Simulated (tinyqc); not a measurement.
On-chip power grid, static voltage drop by conjugate gradients: one step of the calculation.

A grid of 4 rows and 3 columns, node k = 3 row + column. Neighbours in a row are joined by Rx, in a column by Ry; pad nodes, which reach the supply through Rp: 0. Each node draws I0, node 7 draws kh I0. The drops u = Vdd - V solve G u = i, with G the conductance matrix (1/Rp added on the diagonal at pad nodes).

Problem. Conjugate-gradient step. q = G p; a = (r.r)/(p.q); u(new) = u + a p; r(new) = r - a q; b = (r.r)(new)/(r.r); p(new) = r(new) + b p.

Parameters, values chosen for the exercise:

| symbol | value | unit | meaning |
|---|---|---|---|
| Rx | 0.3 | ohm | resistance of a horizontal segment |
| Ry | 0.49 | ohm | resistance of a vertical segment |
| Rp | 0.38 | ohm | resistance from a pad node to the supply |

u after iteration 1 (mV):
```
           col 0      col 1      col 2
row 0  1.7112974  1.7112974  1.7112974
row 1  1.7112974  1.7112974  1.7112974
row 2  1.7112974  8.5564870  1.7112974
row 3  1.7112974  1.7112974  1.7112974
```

r after iteration 1 (mA):
```
           col 0       col 1      col 2
row 0   3.796586    8.300000   8.300000
row 1   8.300000   22.269775   8.300000
row 2  31.117299  -32.074146  31.117299
row 3   8.300000   22.269775   8.300000
```

p after iteration 1 (mA):
```
           col 0      col 1      col 2
row 0  18.471831  22.975245  22.975245
row 1  22.975245  36.945020  22.975245
row 2  45.792544  41.302078  45.792544
row 3  22.975245  36.945020  22.975245
```

Find: q; a; u after iteration 2; r after iteration 2; b; p after iteration 2.

Solution.

q (mA S):
```
       col 0  col 1  col 2
row 0   24.4  -13.5    0.0
row 1  -83.9  112.7  -93.1
row 2  108.1  -12.2  108.1
row 3  -93.1   84.2  -93.1
```

a = 0.5178 ohm

u after iteration 2 (mV):
```
       col 0  col 1  col 2
row 0  11.28  13.61  13.61
row 1  13.61  20.84  13.61
row 2  25.42  29.94  25.42
row 3  13.61  20.84  13.61
```

r after iteration 2 (mA):
```
        col 0   col 1   col 2
row 0   -8.84   15.29    8.30
row 1   51.76  -36.11   56.52
row 2  -24.85  -25.78  -24.85
row 3   56.52  -21.35   56.52
```

b = 3.718

p after iteration 2 (mA):
```
       col 0  col 1  col 2
row 0   59.8  100.7   93.7
row 1  137.2  101.2  141.9
row 2  145.4  127.8  145.4
row 3  141.9  116.0  141.9
```

Numbers from tinyqc (`OMP_NUM_THREADS=1 python tinyqc.py 2770206 2770207 out.jsonl`; about 0.08 s on one thread of a shared Intel Xeon 2.30GHz).
